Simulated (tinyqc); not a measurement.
MOS capacitor on a p-type substrate, surface potential from the exact charge relation: effect of the density of interface traps on threshold and swing.

Uniform p-type substrate, Boltzmann statistics, full ionisation, classical densities. psi is the surface potential against the body (positive when the bands bend down) and u = psi/Vt. Traps are spread evenly over the gap and neutral at flat band, so their charge is -q Dit psi; the minority quasi-Fermi level is shifted by Vb.

ni = sqrt(Nc Nv) exp(-Eg/(2 Vt)), Eg in volts; phiF = Vt ln(N/ni); Cox = eps0 eox/tox; Vfb = phiM - chi - (Eg - Vt ln(Nv/N)) - q Nf/Cox; VT = Vfb + [(2 phiF + Vb)(1 + q Dit/Cox) + sqrt(2 eps0 eps_r q N (2 phiF + Vb))/Cox]. gamma = sqrt(2 eps0 eps_r q N)/Cox; Wm = sqrt(2 eps0 eps_r (2 phiF + Vb)/(q N)); m = 1 + (eps0 eps_r/Wm + q Dit)/Cox; swing m Vt ln 10; Cmin/Cox = 1/(1 + Cox Wm/(eps0 eps_r)).

Parameters, values chosen for the exercise; band and dielectric values close to those of silicon:
- T = 450 K (temperature)
- Eg = 1.14 eV (band gap)
- eps_r = 11.5 (relative permittivity)
- Nc = 5.22e19 cm^-3 (conduction-band density of states at T)
- Nv = 4.87e19 cm^-3 (valence-band density of states at T)
- chi = 4.12 eV (electron affinity)
- N = 4.1e18 cm^-3 (acceptor density of the substrate)
- eox = 3.9 (relative permittivity of the gate insulator (close to silicon dioxide))
- tox = 2.2 nm (insulator thickness)
- phiM = 5.02 eV (gate work function)
- Nf = 0 cm^-2 (fixed charge at the interface, in units of q)
- Vb = 0 V (reverse bias of the inversion layer against the body)

Constants: q = 1.602176634e-19 C, kB = 1.380649e-23 J/K, Vt = kB T/q, eps0 = 8.8541878128e-14 F/cm where lengths are in cm. Results are converted to the units shown.

The same in every row: Vfb (V) = -0.14404; 2 phiF (V) = 0.94538; gamma (V^0.5) = 0.73688; Wm (nm) = 17.120; Cmin/Cox = 0.27480.

Result of one run:
```
Dit (cm^-2 eV^-1)  VT (V)       m  swing (mV/decade)
3e12               1.8073  1.6852             150.47
```

What becomes of these results when the density of interface traps Dit is changed from 3e12 to 1e13 cm^-2 eV^-1, all else the same?

Result of the changed run:
```
Dit (cm^-2 eV^-1)  VT (V)       m  swing (mV/decade)
1e13               2.4828  2.3997             214.27
```

The whole series:
```
Dit (cm^-2 eV^-1)  VT (V)       m  swing (mV/decade)
0                  1.5178  1.3789             123.12
1e10               1.5188  1.3800             123.22
3e10               1.5207  1.3820             123.40
1e11               1.5275  1.3891             124.04
3e11               1.5468  1.4096             125.86
1e12               1.6143  1.4810             132.24
3e12               1.8073  1.6852             150.47
1e13               2.4828  2.3997             214.27
```

As Dit goes from 0 to 1e13, VT rises from 1.52 to 2.48 V, the swing rises from 123 to 214 mV/decade and Cmin/Cox stays at 0.275. Vfb does not move.

tinyqc, about 0.01 s, one thread, Intel Xeon 2.30GHz (shared host): `OMP_NUM_THREADS=1 python tinyqc.py 2060068 2060069 out.jsonl`
